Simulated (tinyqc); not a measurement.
Worked calculation: harmonic frequencies on the B3LYP (VWN-RPA form)/sto-6g surface (energies and gradients from PySCF), for BeH2, spin multiplicity 1. One step of it, computed by the program tinyqc.

Problem. Normal modes. Diagonalise H_ij / sqrt(m_i m_j); the 5 smallest eigenvalues belong to translations and rotations; wavenumber = sqrt(eigenvalue / 1822.888) x 219474.63; each mode has its largest component positive (the first on a tie); zero-point energy = sum of wavenumbers / 2, with 349.755 1/cm per kcal/mol.

Hessian (symmetrised) (hartree/bohr^2):
```
             1Bex         1Bey         1Bez          2Hx          2Hy          2Hz          3Hx          3Hy
1Bex   0.03743555  -0.00127002  -0.00001758  -0.01871157   0.00061743   0.00000859  -0.01871128   0.00065310
1Bey  -0.00127002   0.43092661   0.00544668   0.00061393  -0.21546065  -0.00273049   0.00065572  -0.21546384
1Bez  -0.00001758   0.00544668   0.03750687   0.00000854  -0.00273112  -0.01874834   0.00000908  -0.00271766
2Hx   -0.01871157   0.00061393   0.00000854   0.00934870  -0.00063919  -0.00000891   0.00935653   0.00002501
2Hy    0.00061743  -0.21546065  -0.00273112  -0.00063919   0.21337586   0.00283159   0.00002194   0.00208373
2Hz    0.00000859  -0.00273049  -0.01874834  -0.00000891   0.00283159   0.00938751   0.00000030  -0.00010005
3Hx   -0.01871128   0.00065572   0.00000908   0.00935653   0.00002194   0.00000030   0.00934841  -0.00067792
3Hy    0.00065310  -0.21546384  -0.00271766   0.00002501   0.00208373  -0.00010005  -0.00067792   0.21337905
3Hz    0.00000903  -0.00271471  -0.01874737   0.00000035  -0.00010121   0.00935525  -0.00000940   0.00281697

              3Hz
1Bex   0.00000903
1Bey  -0.00271471
1Bez  -0.01874737
2Hx    0.00000035
2Hy   -0.00010121
2Hz    0.00935525
3Hx   -0.00000940
3Hy    0.00281697
3Hz    0.00938654
```

masses (u): 1Be 9.012182, 2H 1.007825, 3H 1.007825

Give: eigenvalues of the mass-weighted Hessian; harmonic wavenumbers of the vibrations; mass-weighted modes; zero-point energy.

Solution.

eigenvalues of the mass-weighted Hessian (hartree/(bohr^2 u)): [0.0000, 0.0000, 0.0000, 0.0000, 0.0000, 0.0227, 0.0227, 0.2097, 0.2617]

harmonic wavenumbers of the vibrations (1/cm): [774.7, 774.7, 2354.0, 2629.5]

mass-weighted modes, order 1Bex, 1Bey, 1Bez, 2Hx, 2Hy, 2Hz, 3Hx, 3Hy, 3Hz:
$$\begin{pmatrix}
-0.4275 & 0.0104 & 0.0000 & 0.0014 \\
-0.0012 & 0.0060 & 0.0000 & -0.4275 \\
-0.0104 & -0.4275 & 0.0000 & -0.0059 \\
0.6390 & -0.0155 & -0.0022 & -0.0020 \\
0.0018 & -0.0089 & 0.7071 & 0.6391 \\
0.0155 & 0.6390 & 0.0098 & 0.0089 \\
0.6390 & -0.0155 & 0.0023 & -0.0021 \\
0.0019 & -0.0089 & -0.7070 & 0.6392 \\
0.0155 & 0.6389 & -0.0098 & 0.0088
\end{pmatrix}$$

zero-point energy = 9.3391 kcal/mol
